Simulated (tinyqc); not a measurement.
Charge control and current of a heterostructure field-effect transistor. Which input was changed? Computed by tinyqc, a small Python program. Command: `OMP_NUM_THREADS=1 python tinyqc.py 3003466 3003467 out.jsonl hemt which`. One thread of a shared host (Intel(R) Xeon(R) Processor @ 2.30GHz), about 0.05 s of CPU time with the checks.

Two subbands in a triangular well; E_F is counted from the conduction band edge of the channel at the interface.

Inputs (values chosen for the exercise, modelled on AlGaN/GaN):
```
quantity                                value        unit
channel mass m                           0.19         m_0
permittivity eps (barrier and channel)   9.75           -
barrier thickness d                        13          nm
Schottky barrier phi_B                    1.2          eV
conduction band offset dE_c              0.29          eV
polarisation charge sigma/e             1e+13      1/cm^2
gate voltage V_G                            0           V
mobility mu                              1700  cm^2/(V s)
saturation velocity v_s                   1.5    1e7 cm/s
gate length L                            1400          nm
source resistance R_S                       0      ohm mm
temperature T                              77           K
mixing                                    0.5           -
iteration cap                             200           -
```

Charge source: polarisation. Velocity law: smooth.

Constants: e = 1.602176634e-19 C; eps_0 = 8.8541878128e-12 F/m; k_B = 8.617333262e-05 eV/K; hbar = 1.054571817e-34 J s; m_0 = 9.1093837015e-31 kg; k_B = 1.380649e-23 J/K.

Method:
- Threshold V_T = phi_B - dE_c - sigma d/(eps eps_0) (in volts); C_b = eps eps_0/d.
- Charge control: n_s = C_b (V_G - V_T - E_F/e)/e. Well: mean field F = e n_s/(2 eps eps_0), E_i = (hbar^2/2m)^(1/3) [(3 pi e F/2)(i + 3/4)]^(2/3), i = 0, 1; n_s = D k_B T sum_i ln(1 + exp((E_F - E_i)/k_B T)), D = m/(pi hbar^2), which is solved in closed form for E_F.
- Iteration from n_s = C_b (V_G - V_T)/(2e): E_F from n_s, n_out from the charge control, n_new = n_s + mixing (n_out - n_s), kept above n_s/10; stop when |n_out/n_s - 1| < 1e-9.
- C_g = e dn_s/dV_G = 1/(1/C_b + 1/C_q), 1/C_q = d(E_F/e)/d(e n_s) by a central difference of +/- 0.1 % in n_s; added distance dd = eps eps_0/C_q.
- With V = e n_s/C_g and V_c = v_s L/mu: for v = mu F/(1 + mu F/v_s), V_Dsat = V_c (sqrt(1 + 2V/V_c) - 1) and I/W = C_g v_s (V - V_Dsat); g_m = dI/dV; extrinsic g_m/(1 + g_m R_S); f_T = g_m/(2 pi C_g L).

Question. One of these inputs alone was changed, within the range given: channel mass m (0.095 to 0.38); conduction band offset dE_c (0.145 to 0.58); polarisation charge sigma/e (5e+12 to 2e+13); gate length L (700 to 2800). Which one, and to what value?

Results:
```
run     extrinsic g_m (mS/mm)  gate capacitance C_g (microfarad/cm^2)  intrinsic f_T (GHz)
before               392.6604                               0.5785451             7.715641
after                387.1650                               0.5709134             7.709354
```

Answer.

Each candidate set to reproduce extrinsic g_m, and what it then gives:
```
candidate                             range searched  value needed  gate capacitance C_g (microfarad/cm^2)  intrinsic f_T (GHz)
channel mass m (m_0)                   0.095 to 0.38        0.1610                                 0.57091               7.7094
conduction band offset dE_c (eV)       0.145 to 0.58        0.2448                                 0.57803               7.6144
polarisation charge sigma/e (1/cm^2)  5e+12 to 2e+13      9.813e12                                 0.57803               7.6144
gate length L (nm)                       700 to 2800          1447                                 0.57855               7.3606
```

Only channel mass m fits every result: it went from 0.19 to 0.161 m_0. The next best candidate, conduction band offset dE_c, misses one result by 1.2 %.
